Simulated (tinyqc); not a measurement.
Resistance of a circular point contact between the ballistic and the diffusive limit: two steps of the calculation.

Two half-spaces of a free-electron metal (one valley, spin 2) meet through a circular opening of radius a in an insulating sheet.

Values chosen for this exercise: free-electron density n = 2.8e22 cm^-3; mean free path l = 33 nm; radius of the opening a = 2.2 nm.

Constants: q = 1.602176634e-19 C, hbar = 1.054571817e-34 J s. Results are converted to the units shown.

Question 1. Fermi wave number and resistivity. kF = (3 pi^2 n)^(1/3), resistivity rho = hbar kF/(n q^2 l). Maxwell: RM = rho/(2 a); Sharvin: RS = 4 rho l/(3 pi a^2); interpolation R = RS + gamma RM, gamma = (1 + 0.83 K)/(1 + 1.33 K), K = l/a.

Find: kF; rho; modes (kF a)^2/4.

Answer 1.

kF = 9.394 1/nm
rho = 4.177 uohm cm
modes (kF a)^2/4 = 106.8

Question 2. Resistances. 

rho = 4.1767942 uohm cm

Find: RM; RS; gamma; R.

Answer 2.

RM = 9.493 ohm
RS = 120.9 ohm
gamma = 0.6420
R = 127.0 ohm

The Sharvin term makes up 95.2 % of R; it equals (h/2q^2) over the number of modes.

Numbers from tinyqc (`OMP_NUM_THREADS=1 python tinyqc.py 2760142 2760143 out.jsonl`; about 0.01 s on one thread of a shared Intel Xeon 2.30GHz).
